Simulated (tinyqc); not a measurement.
# Coupling ratio and rate constant from the late transient

Inverse problem. Long after the knee a floating-gate cell follows U = Vg - (tox/ag) B/ln(K t). Find K and ag.

Parameters, values chosen for the exercise:
- tox = 7 nm (tunnel oxide thickness)
- Vg = 12.6 V (control-gate voltage)

U at t = 0.05 and 5 s (V): 1.2416641  2.7312845
B = 26.732596 V/nm

Answer. 1/(Vg - U) is linear in ln t; the ratio of the two values gives ln(K t_a), and either value gives ag.

K = 3.556e14 1/s
ag = 0.5400

Program tinyqc, `OMP_NUM_THREADS=1 python tinyqc.py 2130041 2130042 out.jsonl`; Intel Xeon 2.30GHz, shared host, one thread, about 0.01 s.
